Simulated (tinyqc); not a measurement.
Deep-level transient spectroscopy: one step of the calculation.

Schottky contact on an n-type layer with shallow donors Nd (all ionised) and a donor-like deep trap, neutral when filled and positive when empty; depletion approximation. Traps within lam of the depletion edge stay filled. A long pulse to Vp fills the traps beyond x1 = Wp - lam; back at Vr those between x1 and x2 = Wr - lam emit. A rate window reads S = C(t2) - C(t1).

Question. Emission rate and rate window. Emission rate en = sn vth(T) Nc(T) exp(-Et/kB T) = sn g T^2 exp(-Et/kB T), g = vth Nc/(300 K)^2, as vth goes as T^0.5 and Nc as T^1.5 (degeneracy factor 1). For an exponential transient S peaks where en = ew = ln(t2/t1)/(t2 - t1).

Parameters, values chosen for the exercise; material values close to those of silicon:
```
symbol    value   unit                                      meaning
Nc      2.77e19  cm^-3   conduction-band density of states at 300 K
vth       2.2e7   cm/s                    thermal velocity at 300 K
Et         0.15     eV  depth of the trap below the conduction edge
sn      1.3e-14   cm^2                        capture cross-section
t1            2     ms                          first sampling time
t2            8     ms                         second sampling time
T            77      K                 temperature of the transient
```

Constants: q = 1.602176634e-19 C, kB = 1.380649e-23 J/K. Results are converted to the units shown.

Give: g; en; 1/en; ew.

Answer.

g = 6.771e21 cm^-2 s^-1 K^-2
en = 79.40 1/s
1/en = 12.59 ms
ew = 231.0 1/s

Range of the model: With Nt above a tenth of Nd the edge x2 moves during the transient, which this model holds fixed, and the transient is not a plain exponential.

Numbers from tinyqc (`OMP_NUM_THREADS=1 python tinyqc.py 2050119 2050120 out.jsonl`; about 0.01 s on one thread of a shared Intel Xeon 2.30GHz).
